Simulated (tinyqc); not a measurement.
From results back to parameters: tunnelling through a thin dielectric with one trap, as a tight-binding chain. Three cases, with inputs chosen for the exercise.

Problem. A resonance has full width Gamma_L + Gamma_R and peak height 4 Gamma_L Gamma_R/(Gamma_L + Gamma_R)^2. The values come from hidden widths.

Find: larger and smaller width.

Method. The widths are (W/2)(1 +/- sqrt(1 - peak)); which belongs to which lead the line shape cannot tell.

Case 1.

full width = 24.4335 meV
peak height = 0.0575400

Solution.

larger and smaller width (meV): 24.1  0.357

Case 2.

full width = 4.36772 meV
peak height = 0.0722606

Solution.

larger and smaller width (meV): 4.29  0.0804

Case 3.

full width = 16.8566 meV
peak height = 1.17688e-05

Solution.

larger and smaller width (meV): 16.9  4.96e-05

Computed by tinyqc, one run a case: `OMP_NUM_THREADS=1 python tinyqc.py N N+1 out.jsonl` with N = 1481095, 1481121, 1481177; one thread of a shared Intel(R) Xeon(R) Processor @ 2.30GHz, about 0.09 s a run at most.
